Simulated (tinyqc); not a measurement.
Inside a calculation. Model: double-gate transistor, scale length and short-channel effects.

Numbers from tinyqc (`OMP_NUM_THREADS=1 python tinyqc.py 2420004 2420005 out.jsonl`; about 0.01 s on one thread of a shared Intel Xeon 2.30GHz). Printed values are rounded.

A body of thickness ts between two insulators of thickness ti and two tied gates. Below threshold the potential that source and drain add obeys Laplace's equation and vanishes on the gate. Its lowest mode decays along the channel as exp(-k y); k is the smallest positive root of the matching condition at the interface, and the scale length is Lambda = pi/k.

Values chosen for this exercise; permittivities: semiconductor close to that of silicon, insulator close to that of silicon nitride:
```
symbol  value  unit                                     meaning
T         273     K                                 temperature
eps_r    11.9        relative permittivity of the semiconductor
ei       7.13            relative permittivity of the insulator
ti        3.8    nm                         insulator thickness
ts        4.2    nm                              body thickness
L          42    nm                              channel length
Vbi      0.99     V                     potential of the source
sT       0.52     V   potential of the barrier top at threshold
VTL      0.31     V                      long-channel threshold
m           1                          long-channel body factor
Vds         1     V                               drain voltage
```

Constants: q = 1.602176634e-19 C, kB = 1.380649e-23 J/K, Vt = kB T/q. Results are converted to the units shown.

## Scan of the matching condition

k, point 0 to 7 (1/nm): 0.03375  0.0675  0.10125  0.135  0.16875  0.2025  0.23625  0.27

f(k) = ei cos(k ti) cos(k ts/2) - eps_r sin(k ti) sin(k ts/2).

f(k), point 0 to 7: 6.94591  6.40105  5.51739  4.33055  2.88842  1.24928  -0.52058  -2.34939

The first change of sign lies between k = 0.2025 and 0.23625 1/nm.

## Iteration 1: decay constant by Newton steps

k at the start = 0.236250 1/nm

f(k) = ei cos(k ti) cos(k ts/2) - eps_r sin(k ti) sin(k ts/2); f' by a central difference with +/- 1e-5 1/nm; k(new) = k - f/f'.

f = -0.520580
f' = -53.6772 nm
k after iteration 1 = 0.226552 1/nm

## Iteration 2: decay constant by Newton steps

As before.

f = -0.00273413
f' = -53.0835 nm
k after iteration 2 = 0.226500 1/nm

## Course of the iteration: decay constant by Newton steps

Stop when k changes by less than 1e-10 1/nm, or after 30 iterations.

Course of the iteration:
```
iteration  k (1/nm)  |change| (1/nm)
1          0.226552          9.70e-3
2          0.226500          5.15e-5
3          0.226500          1.76e-9
4          0.226500                0
```

Converged in 4 iterations. The change falls from 0.0097 in the first iteration to below the tolerance in the last.

## Scale length against simple estimates

k = 0.226500 1/nm

Lambda = pi/k and l = 1/k. A parabolic potential across the structure gives l(parabolic) = sqrt((eps_r/(2 ei)) ts ti (1 + ei ts/(4 eps_r ti))).

Lambda = 13.8702 nm
l = 4.41501 nm
l(parabolic) = 3.94001 nm

The parabolic estimate is 11 % below l.

## Threshold shift, barrier position and swing

Along the channel psi(y) = s + a exp(y/l) + b exp(-y/l) with psi(0) = Vbi, psi(L) = Vbi + Vds and l = 1/k = Lambda/pi; with A = Vbi - s, B = A + Vds, x = exp(-L/l): a = (B - A x) x/(1 - x^2), b = (A - B x)/(1 - x^2). The minimum is s + 2 sqrt(a b), at y = (l/2) ln(b/a). The long-channel potential follows the gate as s = sT + (Vg - VTL)/m, and the threshold VT is the gate voltage at which the minimum equals sT. Swing = m Vt ln 10/g at threshold, g = d(minimum)/ds = 1 - (b x + a)/((1 + x) sqrt(a b)).

s at threshold = 0.505421 V
a = 1.09685e-4 V
b = 0.484470 V
position of the minimum = 18.5280 nm
VT = 0.295421 V
swing = 55.2720 mV/decade

The threshold lies 14.6 mV below the long-channel value, and the barrier top sits at 0.44 L from the source.
